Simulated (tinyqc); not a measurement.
What each parameter does: two-band k.p model of the Delta valleys near the X point under shear strain.

Valley pair on the [001] axis, kz counted from the X point, c = hbar^2/2m0, k0 = kx0 2 pi/a. H = (c kz^2/ml + c (kx^2 + ky^2)/mt + c k0^2/ml) 1 + (2 c k0 kz/ml) sigma_z + (D exy - 2 c kx ky/Mp) sigma_x, so E = c kz^2/ml + c (kx^2 + ky^2)/mt + c k0^2/ml -/+ sqrt((2 c k0 kz/ml)^2 + (D exy - 2 c kx ky/Mp)^2). Without strain the lower band has its minima, E = 0, at kz = +/- k0. Shifts from diagonal strain are left out.

For |eta| < 1: k_min = k0 sqrt(1 - eta^2), E_min = -Delta eta^2/2, ml(eta) = ml/(1 - eta^2), 1/m[110] = 1/mt + eta/Mp, 1/m[1-10] = 1/mt - eta/Mp. For |eta| > 1 the minimum sits at X: E_min = -Delta (2 |eta| - 1)/2, ml(eta) = ml/(1 - 1/|eta|), and eta is replaced by its sign in the transverse masses. Here Delta = 2 c k0^2/ml and eta = D exy/Delta.

Constants: hbar^2/2m0 = 3.80998211 eV angstrom^2.

Inputs chosen for the exercise (near those of Si; the results hold for these values, not for the real material):
```
symbol  value    unit      meaning
a       5.428    angstrom  lattice constant
ml      0.906    m0        longitudinal mass
mt      0.197    m0        transverse mass
kx0     0.147    2 pi/a    distance of the minimum from X
D       13       eV        shear deformation potential
Mp      0.226    m0        coupling mass
exy     -0.0091            shear strain
```

Delta = 2 c k0^2/ml, eta = D exy/Delta.

Results for these values:
```
case      eta  E_min (meV)  ml(eta) (m0)  m[110] (m0)  m[1-10] (m0)
base  -0.4858       -28.73        1.1858       0.3417        0.1384
```

What happens to each result for kx0 = 0.15729 2 pi/a, all else kept?

Answer: eta rises from -0.4858 to -0.4243; E_min rises from -28.73 to -25.10; ml(eta) falls from 1.1858 to 1.1049; m[110] falls from 0.3417 to 0.3126; m[1-10] rises from 0.1384 to 0.1438.

The same for each parameter in turn:
```
case                      eta  E_min (meV)  ml(eta) (m0)  m[110] (m0)  m[1-10] (m0)
base                  -0.4858       -28.73        1.1858       0.3417        0.1384
ml = 0.96942 m0       -0.5198       -30.75        1.3283       0.3602        0.1356
mt = 0.21079 m0       -0.4858       -28.73        1.1858       0.3854        0.1451
kx0 = 0.15729 2 pi/a  -0.4243       -25.10        1.1049       0.3126        0.1438
D = 12.09 eV          -0.4518       -24.85        1.1383       0.3250        0.1413
Mp = 0.24182 m0       -0.4858       -28.73        1.1858       0.3260        0.1411
exy = -0.00974        -0.5200       -32.92        1.2417       0.3603        0.1356
```

Computed by tinyqc, a small Python program: `OMP_NUM_THREADS=1 python tinyqc.py 1080863 1080864 out.jsonl` (the numbers bound the seed that draws the inputs); one thread of a shared host (Intel(R) Xeon(R) Processor @ 2.30GHz), about 0.01 s for the whole set of steps.
